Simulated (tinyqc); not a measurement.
# Input admittance of a MOSFET at zero drain bias: distributed channel and distributed gate: what changes with what

Source and drain grounded, strong inversion, w = 2 pi f, Cox = eps0 eox/tox. The channel is an RC line of resistance 1/(mu Cox Vo) per square fed from both ends, so one finger has the intrinsic admittance y = i w Cox L tanh(g)/g per width, g = (1/2) sqrt(i w tau), tau = L^2/(mu Vo). The vertical resistance rv/L is in series with y, the overlaps 2 i w Cov in parallel: y_t = 1/(1/y + rv/L) + 2 i w Cov. The gate strip is a line of Rsh/L per length loaded by y_t, so a finger has Y = y_t Wf tanh(k)/k, k = (Wf/sd) sqrt(y_t Rsh/L); the device has Nf Y.

Values chosen for this exercise; values of the order met in silicon radio-frequency transistors:
```
symbol  value        unit                                                                 meaning
eox      25.7              relative permittivity of the gate insulator (close to zirconium oxide)
tox        16          nm                                                     insulator thickness
L        0.53          um                                                          channel length
Wf        9.4          um                                                            finger width
Nf         32                                                                   number of fingers
mu        210  cm^2/(V s)                                                        channel mobility
Vo       0.61           V                                                          gate overdrive
Rsh        14  ohm/square                                            sheet resistance of the gate
rv        4.4    ohm um^2                                  vertical resistivity of the gate stack
sd          2                                       number of ends at which a finger is contacted
Cov      0.37       fF/um                             overlap and fringe capacitance on each side
f         8.7         GHz                                                               frequency
```

Constants: eps0 = 8.8541878128e-14 F/cm where lengths are in cm. Results are converted to the units shown.

Each table varies one quantity; the others keep the values above.

## Input impedance against frequency

Low-frequency limits, with c = Cox L and ct = c + 2 Cov: R_strip = Rsh Wf/(3 sd^2 L Nf), R_ch = (c/ct)^2 L/(12 mu Cox Vo Wf Nf), R_vert = (c/ct)^2 rv/(L Wf Nf), C = ct Wf Nf. Z = 1/(Nf Y) = R + 1/(i w C), Q = |Im Z|/R, far-point signal |1/cosh k|.

The same in every row: low-frequency R (ohm) = 1.338.

Results:
```
f (GHz)	w tau	|k|	R (ohm)	C (fF)	Q	signal at the far point
0.09	0.01240	0.05226	1.338	2490	530.9	1.000
0.2	0.02756	0.07791	1.338	2490	238.9	1.000
0.6	0.08267	0.1349	1.338	2490	79.64	0.9999
2	0.2756	0.2463	1.338	2489	23.90	0.9990
10	1.378	0.5483	1.335	2476	4.814	0.9771
40	5.511	1.033	1.304	2306	1.324	0.7831
100	13.78	1.369	1.210	1796	0.7322	0.5714
300	41.33	1.768	0.9328	924.7	0.6151	0.4122
```

Estimate the missing row, f = 5 GHz.

Computed row:
```
f (GHz)	w tau	|k|	R (ohm)	C (fF)	Q	signal at the far point
5	0.6889	0.3891	1.337	2486	9.574	0.9941
```

With this row back in the table: R falls from 1.34 to 0.933 ohm and C falls from 2490 to 925 fF. Q goes as f^(-1.00) between the first two rows and f^(-0.16) between the last two, where w tau = 41.3 and |k| = 1.77. The low-frequency limits hold both R and C within 5 % up to f = 10 GHz among the rows.

## Effect of the gate overdrive

Same model as above.

Results:
```
Vo (V)	w tau	|k|	R (ohm)	low-frequency R (ohm)	C (fF)	Q	signal at the far point
0.2	3.656	0.4988	2.686	2.708	2427	2.806	0.9639
0.35	2.089	0.5086	1.829	1.834	2466	4.056	0.9748
0.5	1.462	0.5112	1.482	1.485	2476	4.985	0.9801
0.8	0.9140	0.5128	1.178	1.179	2482	6.258	0.9850
0.95	0.7697	0.5131	1.097	1.099	2483	6.712	0.9864
1.1	0.6647	0.5133	1.039	1.040	2484	7.087	0.9874
1.25	0.5850	0.5134	0.9947	0.9956	2484	7.402	0.9881
```

Estimate the missing row, Vo = 0.65 V.

Computed row:
```
Vo (V)	w tau	|k|	R (ohm)	low-frequency R (ohm)	C (fF)	Q	signal at the far point
0.65	1.125	0.5122	1.295	1.297	2480	5.696	0.9831
```

With this row back in the table: As Vo goes from 0.2 to 1.25, R falls from 2.69 to 0.995 ohm, C rises from 2430 to 2480 fF and Q rises from 2.81 to 7.40. Only the channel term depends on Vo.

Numbers from tinyqc (`OMP_NUM_THREADS=1 python tinyqc.py 2262082 2262083 out.jsonl`; about 0.01 s on one thread of a shared Intel Xeon 2.30GHz).
